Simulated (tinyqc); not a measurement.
Permittivity and interlayer from two capacitances.

Question. A two-layer stack has Cox = eps0/(t1/e1 + t2/e2) and EOT = 3.9 eps0/Cox. Find e2, the EOT of layer 1 and, with e1 given, t1.

Parameters, values chosen for the exercise:

| symbol | value | unit | meaning |
|---|---|---|---|
| e1 | 3.99 |  | relative permittivity of layer 1 |

Constants: eps0 = 8.8541878128e-14 F/cm where lengths are in cm. Results are converted to the units shown.

Cox at t2 = 1.8 and 7 nm (uF/cm^2): 2.3826045  1.5362721

Answer. EOT is linear in t2 with slope 3.9/e2, and its intercept is the EOT of layer 1.

e2 = 25.4
EOT of layer 1 = 1.17 nm
t1 = 1.20 nm

Program tinyqc, `OMP_NUM_THREADS=1 python tinyqc.py 2010057 2010058 out.jsonl`; Intel Xeon 2.30GHz, shared host, one thread, about 0.01 s.
